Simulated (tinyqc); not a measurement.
# Random telegraph noise from one oxide trap in a small MOSFET: two studies

An acceptor-like trap exchanges electrons with the channel. Inversion charge Q = Cox u, u = n Vt W0(exp((Vg - VT)/(n Vt))), W0 the Lambert function, n = nf, Cox = eps0 eox/tox; linear regime Id = (W/L) mu Q Vd. Relative to threshold the surface potential rises by Vt ln(u/u0) and the oxide voltage by the rest of Vg - VT, with u0 = n Vt W0(1).

Values chosen for this exercise; values of the order met in silicon transistors:
- T = 250 K (temperature)
- eox = 7.4 (relative permittivity of the gate insulator (close to silicon nitride))
- tox = 6.1 nm (insulator thickness)
- xt = 1.1 nm (depth of the trap from the channel interface)
- E0 = 0.08 eV (trap level above the channel Fermi level at threshold)
- s0 = 1e-17 cm^2 (capture prefactor)
- EB = 0.46 eV (capture barrier (lattice relaxation))
- lt = 0.13 nm (tunnelling decay length)
- vth = 1.6e7 cm/s (thermal velocity)
- zi = 1.6 nm (thickness of the inversion layer)
- VT = 0.35 V (threshold voltage)
- nf = 1.25 (body factor)
- W = 30 nm (gate width)
- L = 75 nm (gate length)
- mu = 270 cm^2/(V s) (mobility)
- asc = 0 V s (scattering coefficient of the charged trap)
- Vd = 0.05 V (drain voltage)
- Vg = 0.6 V (gate voltage)

Constants: q = 1.602176634e-19 C, kB = 1.380649e-23 J/K, Vt = kB T/q, eps0 = 8.8541878128e-14 F/cm where lengths are in cm. Results are converted to the units shown.

Each table varies one quantity; the others keep the values above.

## Time constants and noise against gate voltage

N = Cox u/q; dpsi = Vt ln(u/u0); E = E0 - dpsi - (xt/tox)(Vg - VT - dpsi); capture time tc = 1/[(N/zi) vth s0 exp(-xt/lt - EB/Vt)]; emission time te = tc exp(-E/Vt); occupancy te/(tc + te). A = W L; threshold step dV = q (1 - xt/tox)/(Cox A); gm/Id = 1/(u + n Vt); relative step dI/I = (gm/Id) dV + asc mu/A. fc = (1/tc + 1/te)/(2 pi); rms = (dI/I) sqrt(tc te)/(tc + te).

Results:
```
Vg (V),E (eV),tc (s),te (s),occupancy,dI/I (%),fc (Hz),rms dI/I (%)
0.32,0.09956,1.931e5,1900,0.009743,16.09,8.460e-5,1.580
0.38,0.06358,4.645e4,2428,0.04967,9.806,6.898e-5,2.130
0.44,0.03795,2.008e4,3449,0.1466,5.854,5.407e-5,2.070
0.5,0.01782,1.185e4,5182,0.3043,3.920,4.415e-5,1.804
0.62,-0.01532,6179,1.258e4,0.6706,2.254,3.841e-5,1.059
0.68,-0.03011,4936,1.996e4,0.8018,1.842,4.022e-5,0.7342
0.74,-0.04422,4096,3.190e4,0.8862,1.552,4.385e-5,0.4930
0.8,-0.05785,3493,5.122e4,0.9361,1.339,4.867e-5,0.3274
```

Estimate the missing row, Vg = 0.56 V.

Computed row:
```
Vg (V),E (eV),tc (s),te (s),occupancy,dI/I (%),fc (Hz),rms dI/I (%)
0.56,4.602e-4,8182,8009,0.4947,2.880,3.932e-5,1.440
```

With this row back in the table: tc falls from 1.93e5 to 3490 s as the channel fills and te rises from 1900 to 51200 s; they are equal at Vg = 0.562 V, where E = 0. The rms noise goes from 1.58 through a maximum of 2.13 (at Vg = 0.38 V among the rows listed) to 0.327 %. The slope -Vt d ln(tc/te)/dVg is 0.600 between the first two rows and 0.227 between the last two; it tends to xt/tox = 0.180 only when the surface potential stops moving. For Vg = 0.32 the step exceeds 15 %, where a linear one-charge estimate is rough.

## Effect of the depth of the trap from the channel interface

Same model as above.

Effect of the depth of the trap from the channel interface:
```
xt (nm),E (eV),tc (s),te (s),occupancy,dI/I (%),fc (Hz),rms dI/I (%)
0.3,0.01538,14.31,7.010,0.3287,2.821,0.03382,1.325
0.92,-0.004437,1687,2072,0.5513,2.520,1.712e-4,1.253
1.52,-0.02361,1.704e5,5.099e5,0.7495,2.228,1.246e-6,0.9653
2.14,-0.04343,2.008e7,1.507e8,0.8825,1.926,8.983e-9,0.6204
2.75,-0.06293,2.190e9,4.065e10,0.9489,1.630,7.657e-11,0.3589
3.35,-0.08210,2.213e11,1.000e13,0.9784,1.338,7.351e-13,0.1947
3.96,-0.1016,2.414e13,2.698e15,0.9911,1.041,6.651e-15,0.09761
```

What does the comparison show?

As xt goes from 0.3 to 3.96, tc rises from 14.3 to 2.41e13 s, te rises from 7.01 to 2.70e15 s and dI/I falls from 2.82 to 1.04 %. tc grows a decade every lt ln 10 = 0.299 nm of depth; traps spread evenly in depth therefore give corner frequencies spread evenly on a log scale, whose sum is 1/f noise if the traps contribute equal variances.

Range of the model: VT is taken as given; short-channel effects and the uneven flow of current among few electrons are left out.

Program tinyqc, `OMP_NUM_THREADS=1 python tinyqc.py 2710111 2710112 out.jsonl`; Intel Xeon 2.30GHz, shared host, one thread, about 0.01 s.
